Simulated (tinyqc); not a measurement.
Pelgrom slope, floor and doping from two device sizes.

Inverse problem. s^2 = A^2/(L W) + s0^2, with s0 independent of size and A = (q/Cox) sqrt(Na Wd/3) from random dopants alone, Cox = 3.9 eps0/ti. Find A, s0 and Na.

Parameters, values chosen for the exercise:
- ti = 1.3 nm (oxide-equivalent thickness in inversion)

Constants: q = 1.602176634e-19 C, eps0 = 8.8541878128e-14 F/cm where lengths are in cm. Results are converted to the units shown.

s for gate areas 0.0019 and 0.017 um^2 (mV): 16.9724432  6.47056809
Wd = 24.1253572 nm

Solution. s^2 is linear in 1/area: slope A^2, intercept s0^2.

A = 0.726 mV um
s0 = 3.30 mV
Na = 1.80e18 cm^-3

tinyqc, about 0.01 s, one thread, Intel Xeon 2.30GHz (shared host): `OMP_NUM_THREADS=1 python tinyqc.py 2090106 2090107 out.jsonl`
